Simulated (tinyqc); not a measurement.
Worked calculation: strained quantum well: band edges, subbands and transparency. Values are carried at full precision from step to step, so a last printed digit may differ when a step is redone from the rounded ones.

Growth on (001), barriers unstrained: tr(e) = e (2 - nu2), Z = b e (1 + nu2); Ec = Ev + Eg + ac tr(e), E_HH = Ev + av tr(e) + Z, E_LH = Ev + av tr(e) - Z (coupling to the split-off band left out).

Constants: hbar^2/2m0 = 3.80998211 eV angstrom^2; hc = 1239.841984 eV nm; kB = 8.617333262e-05 eV/K.

Parameters, chosen for this exercise (near those of a GaAsP/AlGaAs well; shifted at random, so the results belong to these values and not to a real crystal): e = 0.0018 (strain in the plane); nu2 = 0.925 (2 C12/C11); Eg = 1.486 eV (unstrained gap of the well); Ev = -0.824 eV (its valence edge); ac = -7.22 eV; av = 1.19 eV (Ev moves by av tr(e)); b = -1.98 eV (shear potential); Egb = 1.921 eV (gap of the barrier); Evb = -1 eV (its valence edge); L = 82 angstrom (well width); me = 0.0702 m0 (electron mass); g1 = 6.83 (gamma1); g2 = 1.98 (gamma2); meb = 0.1 m0; g1b = 5.7; g2b = 1.6; T = 250 K (temperature); Br = 2.1 x 1e-4 cm^2/s (two-dimensional radiative coefficient).

## Strained band edges and offsets

Give tr(e), Z, the edges Ec, E_HH, E_LH and the well depths against the barrier.

tr(e) = 0.00194
Z = -0.0069 eV

Ec, E_HH, E_LH (eV): 0.6480  -0.8286  -0.8148

depths for e, HH, LH (eV): 0.2730  0.1714  0.1852

The well is under tension, which puts LH on top, by 14 meV; the gap becomes 1.4629 eV, -23 meV from the unstrained one.

## Subband edges

Masses along z: me, 1/(g1 - 2 g2) for HH, 1/(g1 + 2 g2) for LH, likewise in the barrier; in the plane me, 1/(g1 + g2) for HH and 1/(g1 - g2) for LH (no mixing, which understates the hole masses away from k = 0). Level n solves k L + 2 atan[(k/m)/(kappa/mb)] = n pi, k = sqrt(m E/c), kappa = sqrt(mb (V - E)/c), c = hbar^2/2m0.

Up to three electron, four HH and two LH levels, on the common energy scale, with their masses in the plane.

Subbands:
```
level   E (eV)  m in the plane
e1      0.6880          0.0702
e2      0.8041          0.0702
hh1    -0.8395          0.1135
lh1    -0.8453          0.2062
hh2    -0.8720          0.1135
hh3    -0.9242          0.1135
lh2    -0.9311          0.2062
hh4    -0.9885          0.1135
```

lowest transition = 1.5275 eV
wavelength hc/E = 811.7 nm

The top hole level is hh1, so the edge is mainly TE polarised; lh1 lies 6 meV lower, within kT at room temperature, so both polarisations contribute.

## Transparency density

Transparency (Bernard-Duraffourg): Fc - Fv equals the lowest transition energy with n = p, n = sum m/(2 pi c) kB T ln(1 + exp((Fc - E)/kB T)) and p likewise over the listed subbands; c = hbar^2/2m0, 1/angstrom^2 = 1e16/cm^2.

Solve for u = (Fc - e1)/kB T; give n_tr, the share of holes in the top subband and the current e Br n_tr^2 (e = 1.602177e-19 C).

u = 1.032
n_tr = 0.853 x 1e12/cm^2
share = 0.365
current density = 24.5 A/cm^2

For mirror-image bands u = 0 and n_tr = me kB T ln2/(2 pi c) = 0.438 x 1e12/cm^2; the heavier or more numerous hole states raise it by a factor 1.95.

## Checks

- Transparency for equal single subbands against m kB T ln2/(2 pi c): both 0.3743.

tinyqc: `OMP_NUM_THREADS=1 python tinyqc.py 1251495 1251496 out.jsonl`; about 0.01 s, one thread, shared Intel(R) Xeon(R) Processor @ 2.30GHz.
